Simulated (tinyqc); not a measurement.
Resistance of a source-drain extension with a graded tip: two steps of the calculation.

y runs along the channel, the gate covers y > 0. The doping is N0 for y < y0 and N0 10^(-(y - y0)/la) beyond, uniform over the depth xj. Sheet conductance s(y) = q mu(N) max(N - Nch, 0) xj + (for y > 0) ma Cox Vo, with mu(N) = u0 + (u1 - u0)/(1 + (N/Nr)^au) and Cox = eps0 eox/tox. Current is taken as one-dimensional; depletion of the tip, spreading and the contact are left out. The metallurgical junction lies at yj, where N = Nch.

Values chosen for this exercise; mobility law close to that of holes in silicon: relative permittivity of the gate insulator (close to hafnium oxide) eox = 22.4; insulator thickness tox = 8.7 nm; active doping of the extension far from the gate N0 = 5.4e19 cm^-3; lateral abruptness la = 1.8 nm/decade; position under the gate where the fall begins (gate edge at 0) y0 = 4.4 nm; depth of the extension xj = 11 nm; channel doping Nch = 6.5e17 cm^-3; gate overdrive Vo = 0.59 V; mobility of the gate-induced layer ma = 36 cm^2/(V s); mobility at low doping u1 = 470.5 cm^2/(V s); mobility at high doping u0 = 44.9 cm^2/(V s); reference doping Nr = 2.23e17 cm^-3; exponent au = 0.719; gate length Lg = 45 nm.

Constants: q = 1.602176634e-19 C, eps0 = 8.8541878128e-14 F/cm where lengths are in cm. Results are converted to the units shown.

Question 1. Sheet resistances and junction position. yj = y0 + la log10(N0/Nch); sheet resistance of the full extension 1/[q mu(N0)(N0 - Nch) xj] and of the gate-induced layer 1/(ma Cox Vo); metallurgical length Lg - 2 yj; ye is where the doped and the gate-induced conductances are equal.

Wanted: yj; sheet resistance of the extension; sheet resistance of the induced layer; metallurgical length; ye; N at ye.

Answer 1.

yj = 7.8551 nm
sheet resistance of the extension = 2008.1 ohm/square
sheet resistance of the induced layer = 20652 ohm/square
metallurgical length = 29.290 nm
ye = 6.5403 nm
N at ye = 3.4940e18 cm^-3

The gate takes over 1.31 nm before the junction, where N is still 5.38 times the channel doping.

Question 2. Resistance of the overlapped part. Midpoint rule on 11 equal steps from 0 to yj: R_ov = sum h/s(y), per width.

Find: y; N; doped conductance; sheet resistance; R_ov.

Answer 2.

```
point   y (nm)  N (cm^-3)  doped conductance (uS)  sheet resistance (ohm/square)
0      0.35705  5.4000e19                  497.98                         1830.1
1       1.0711  5.4000e19                  497.98                         1830.1
2       1.7852  5.4000e19                  497.98                         1830.1
3       2.4993  5.4000e19                  497.98                         1830.1
4       3.2134  5.4000e19                  497.98                         1830.1
5       3.9275  5.4000e19                  497.98                         1830.1
6       4.6416  3.9642e19                  377.43                         2348.2
7       5.3557  1.5901e19                  171.53                         4546.4
8       6.0698  6.3784e18                  80.703                         7744.5
9       6.7839  2.5586e18                  36.218                          11815
10      7.4980  1.0263e18                  10.039                          17106
```

R_ov = 38.947 ohm um

tinyqc, about 0.03 s, one thread, Intel Xeon 2.30GHz (shared host): `OMP_NUM_THREADS=1 python tinyqc.py 2282294 2282295 out.jsonl`
